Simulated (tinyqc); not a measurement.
Grain growth, pinning, strength and diffusional creep of a polycrystal or thin film: one step, computed by the program tinyqc.

One mean grain size d describes the structure.

Problem. Diffusional creep at T_c. Nabarro-Herring rate = 14 sigma Omega D_l/(k_B T d^2), D_l = D0 exp(-Q_l/(k_B T)); Coble rate = 14 pi sigma Omega delta D_b/(k_B T d^3), delta D_b = delta D0b exp(-Q_b/(k_B T)); they are equal at d_x = pi delta D_b/D_l.

Inputs (values chosen for the exercise, modelled on copper): atomic volume Omega = 11.81 angstrom^3; anneal temperature T = 620 K; lattice diffusion energy Q_l = 2.05 eV; boundary diffusion energy Q_b = 0.95 eV; lattice prefactor D0 = 9.6e-05 m^2/s; boundary prefactor delta D0b = 1.6e-14 m^3/s; applied stress sigma = 15 MPa; service temperature T_c = 626 K.

grain size d = 491.7020 nm

Constants: k_B = 1.380649e-23 J/K; k_B = 8.617333262e-05 eV/K.

Give: Nabarro-Herring rate; Coble rate; crossover size d_x; time to 1 % strain.

Solution.

Nabarro-Herring rate = 3.570e-09 1/s

Coble rate = 0.002727 1/s

crossover size d_x = 3.757e+05 micrometre

time to 1 % strain = 3.666 s

Boundary diffusion carries the creep, by a factor 760000. Caution: T_c is above the anneal temperature, so the grains would go on growing in service.
